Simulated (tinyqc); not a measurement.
# Gain factor and gap resistance from two string resistances

Question. At small bit-line voltage each of the 96 cells has the resistance 1/(K x) at overdrive x (no mobility reduction) in series with a gap resistance Rg. Find K, Rg and the share of the gaps at the higher overdrive.

resistance of a string of 96 equal cells at overdrives of 4.2 and 8 V (kohm): 6943.4891  3750.2118

Answer. The resistance per cell is a straight line in 1/x with slope 1/K and intercept Rg.

K = 3.40 uA/V^2
Rg = 2.30 kohm
share of the gaps = 5.89 %

Computed by the program tinyqc: `OMP_NUM_THREADS=1 python tinyqc.py 2142278 2142279 out.jsonl`, one thread of a shared Intel Xeon 2.30GHz, about 0.5 s for the whole run.
